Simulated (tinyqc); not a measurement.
Density dependence: plasmons of a degenerate electron gas in the random-phase approximation.

Zero temperature, parabolic band: kF = (3 pi^2 n)^(1/3), EF = c kF^2/m, Ep^2 = 8 pi c e2 n/(m eb), qTF^2 = 6 pi e2 n/(eb EF), c = hbar^2/2m0, e2 = e^2/(4 pi eps0), n in 1/angstrom^3 (1e-24 per 1/cm^3).

Lindhard function: eps(q, E)/eb = 1 + (qTF/q)^2 (f1 + i f2) with z = q/(2 kF), u = E/(hbar vF q), hbar vF = 2 c kF/m; f1 = 1/2 + [h(z - u) + h(z + u)]/(8 z), h(x) = (1 - x^2) ln|(x + 1)/(x - 1)|; f2 = pi u/2 for z + u < 1, (pi/(8 z))(1 - (z - u)^2) for |z - u| < 1 < z + u, else 0. Pairs exist for c (q^2 - 2 q kF)/m < E < c (q^2 + 2 q kF)/m.

Constants: hbar^2/2m0 = 3.80998211 eV angstrom^2; e^2/(4 pi eps0) = 14.39964547 eV angstrom; a0 (Bohr radius) = 0.5291772105 angstrom.

Inputs chosen for the exercise (out of a larger set: a free-electron density near that of Na; not measured data):
- n = 2.71e+22 1/cm^3 (electron density)
- m = 1 m0 (mass)
- eb = 1 (background dielectric constant)

n is multiplied by the factor listed.

Results:

| factor | rs | EF (eV) | Ep (eV) | Ep/EF | qc/kF | alpha = 3 EF/(5 Ep) |
|---|---|---|---|---|---|---|
| 0.10 | 8.408 | 0.7088 | 1.933 | 2.727 | 1.244 | 0.220 |
| 0.20 | 6.674 | 1.125 | 2.734 | 2.430 | 1.143 | 0.247 |
| 0.50 | 4.917 | 2.073 | 4.322 | 2.086 | 1.021 | 0.288 |
| 1.0 | 3.903 | 3.290 | 6.113 | 1.858 | 0.937 | 0.323 |
| 5.0 | 2.282 | 9.620 | 13.67 | 1.421 | 0.766 | 0.422 |
| 10 | 1.812 | 15.27 | 19.33 | 1.266 | 0.702 | 0.474 |

Give the missing row, factor = 2.0.

Computed row:
```
factor     rs  EF (eV)  Ep (eV)  Ep/EF  qc/kF  alpha = 3 EF/(5 Ep)
2.0     3.098    5.222    8.645  1.655  0.859                0.362
```

Over two decades Ep grows by 10.0 (n^(1/2)) and EF by 21.5 (n^(2/3)), so Ep/EF falls from 2.727 to 1.266 as sqrt(rs), and qc/kF from 1.244 to 0.702: in a dense gas the plasmon enters the continuum earlier on the scale of kF. alpha is the coefficient in E = Ep + alpha hbar^2 q^2/(m m0). The random-phase values are only rough in the rows with rs above about 2 (up to 8.4 here).

tinyqc: `OMP_NUM_THREADS=1 python tinyqc.py 1681899 1681900 out.jsonl`; about 0.01 s, one thread, shared Intel(R) Xeon(R) Processor @ 2.30GHz.
